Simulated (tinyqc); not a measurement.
# Voltage acceleration of oxide breakdown, four models on the same data: effect of the use temperature

Field E = V/tox in MV/cm. Models: ln(t63/1 s) = a - c X with X = E (E model), -1/E (1/E model), ln V (power law, c the exponent n) or sqrt(E).

With a and c fitted to the stress data, the voltage for ten years solves a - c X + ln(temperature factor times ks) = ln 3.15576e8; temperature factor exp[(Ea q/kB)(1/Tu - 1/Ts)].

Values chosen for this exercise:
- tox = 2 nm (oxide thickness)
- Ts = 398 K (stress temperature)
- Ea = 0.64 eV (activation energy)
- ks = 0.00079 (factor for area and percentile)

Constants: q = 1.602176634e-19 C, kB = 1.380649e-23 J/K. Results are converted to the units shown.

| model | c | a |
|---|---|---|
| E | 3.26790 | 53.1428 |
| 1/E | 612.009 | -36.8592 |
| power | 44.9273 | 53.3783 |
| sqrt E | 24.2617 | 98.0347 |

Results:

| Tu (K) | temperature factor | V for ten years, E (V) | V for ten years, 1/E (V) | V for ten years, power (V) | V for ten years, sqrt E (V) |
|---|---|---|---|---|---|
| 273 | 5137 | 2.140 | 2.224 | 2.190 | 2.167 |
| 298 | 524.2 | 2.001 | 2.136 | 2.081 | 2.045 |
| 358 | 8.044 | 1.745 | 1.991 | 1.896 | 1.831 |
| 378 | 2.684 | 1.678 | 1.956 | 1.851 | 1.777 |
| 398 | 1.000 | 1.618 | 1.925 | 1.810 | 1.728 |
| 423 | 0.3319 | 1.550 | 1.893 | 1.766 | 1.675 |

Estimate the missing row, Tu = 328 K.

Computed row:

| Tu (K) | temperature factor | V for ten years, E (V) | V for ten years, 1/E (V) | V for ten years, power (V) | V for ten years, sqrt E (V) |
|---|---|---|---|---|---|
| 328 | 53.65 | 1.861 | 2.054 | 1.978 | 1.927 |

With this row back in the table: The temperature factor falls from 5140 to 0.332, and the allowed voltage by 27.6 % in the E model and 14.9 % in the 1/E model: the steeper a model is near use conditions, the less voltage a given factor in time costs.

Range of the model: All four laws are empirical fits; none is established far below the stress range.

Program tinyqc, `OMP_NUM_THREADS=1 python tinyqc.py 2070145 2070146 out.jsonl`; Intel Xeon 2.30GHz, shared host, one thread, about 0.01 s.
